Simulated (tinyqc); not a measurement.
# Off-state leakage of single and stacked transistors: what changes with what

n-channel devices of unit width. Subthreshold current I(Vg, Vs, Vd) = I0 (T/300 K)^0.5 exp[(Vg - Vs - VT(T) - gb (Vs - Vb) + dd (Vd - Vs))/(nf Vt)] (1 - exp(-(Vd - Vs)/Vt)), VT(T) = VT - cT (T - 300 K). Gate-edge tunnelling Ig (Vd/1 V) exp(ag (Vd - 1 V)), for a gate at 0 V, and band-to-band leakage Ab u exp(-Bb/u), u = Vd - Vb + 1 V, flow at a drain held at V; both are taken as independent of T. In a stack of off transistors (all gates at 0 V) the same subthreshold current passes through each.

Parameters, values chosen for the exercise; values of the order met in bulk silicon logic transistors:
```
symbol,value,unit,meaning
T,358,K,temperature
V,0.9,V,supply voltage
VT,0.26,V,"threshold at 300 K, zero drain and body bias"
cT,0.8,mV/K,fall of the threshold with temperature
I0,0.13,uA/um,current at threshold at 300 K
nf,1.21,,slope factor
dd,0.14,,drain-induced lowering per volt
gb,0.19,,rise of the threshold per volt of source-body bias
Ig,7e-5,uA/um,gate-edge tunnelling current at 1 V
ag,5.3,1/V,exponential slope of the gate current
Ab,80,uA/(um V),prefactor of band-to-band leakage at the drain
Bb,26,V,its exponential voltage
Vb,-0.6,V,body voltage
```

Constants: q = 1.602176634e-19 C, kB = 1.380649e-23 J/K, Vt = kB T/q. Results are converted to the units shown.

Each table varies one quantity; the others keep the values above.

## Subthreshold current against the height of the stack

All n gates at 0 V, bottom source at 0 V, top drain at V; node voltages follow from equal currents.

Subthreshold current against the height of the stack:

| n | I (nA/um) | reduction factor | drain voltage of the bottom device (mV) | source voltage of the top device (mV) | voltage across the top device (V) |
|---|---|---|---|---|---|
| 1 | 0.6410 | 1.000 | 900.0 | 0 | 0.9000 |
| 2 | 0.02861 | 22.40 | 87.26 | 87.26 | 0.8127 |
| 3 | 0.01306 | 49.10 | 24.21 | 109.3 | 0.7907 |
| 4 | 0.008360 | 76.67 | 13.87 | 121.8 | 0.7782 |
| 5 | 0.006128 | 104.6 | 9.690 | 130.5 | 0.7695 |
| 6 | 0.004830 | 132.7 | 7.438 | 137.2 | 0.7628 |

Read the table: what changes, and by how much?

The second transistor cuts the current by a factor of 22.4, the third by a further 2.19 and the sixth by 1.27. The top device keeps 84.8 % of the supply at n = 6, while the drain voltage of the bottom one falls to 0.241 Vt.

## Leakage components against the body voltage

Same model as above.

One transistor with Vg = Vs = 0, Vd = V; stack factor I(one)/I(two in series).

The same in every row: gate edge (nA/um) = 0.037082; stack factor = 22.400.

Results:

| Vb (V) | subthreshold (nA/um) | band-to-band (nA/um) | total (nA/um) | largest part |
|---|---|---|---|---|
| 0.2 | 37.606 | 0.031002 | 37.674 | subthreshold |
| 0 | 13.588 | 0.17333 | 13.798 | subthreshold |
| -0.2 | 4.9096 | 0.70523 | 5.6519 | subthreshold |
| -0.4 | 1.7739 | 2.2667 | 4.0778 | band-to-band |
| -0.6 | 0.64097 | 6.0865 | 6.7645 | band-to-band |
| -0.8 | 0.23159 | 14.202 | 14.471 | band-to-band |
| -1 | 0.083680 | 29.636 | 29.756 | band-to-band |
| -1.4 | 0.010925 | 99.975 | 100.02 | band-to-band |

Estimate the missing row, Vb = -1.2 V.

Computed row:

| Vb (V) | subthreshold (nA/um) | band-to-band (nA/um) | total (nA/um) | largest part |
|---|---|---|---|---|
| -1.2 | 0.030235 | 56.491 | 56.559 | band-to-band |

With this row back in the table: As Vb goes from 0.2 to -1.4, the total leakage goes from 37.7 through a minimum of 4.08 (at Vb = -0.4 among the rows listed) to 100 nA/um. The subthreshold part leads at Vb = 0.2, the band-to-band part from -0.4 on. The exact minimum lies at Vb = -0.369 V: reverse body bias lowers the subthreshold part by a decade every nf Vt ln 10/gb = 0.452 V but raises the band-to-band part. The reduction by a stack of two stays at 22.4, for the subthreshold part alone. For Vb = 0.2, 0 the gate is within about 3 nf Vt of threshold, where the exponential law overstates the current. For Vb = 0.2 the body is forward biased; the junction current, left out, is still small at this voltage.

tinyqc, about 0.03 s, one thread, Intel Xeon 2.30GHz (shared host): `OMP_NUM_THREADS=1 python tinyqc.py 2242176 2242177 out.jsonl`
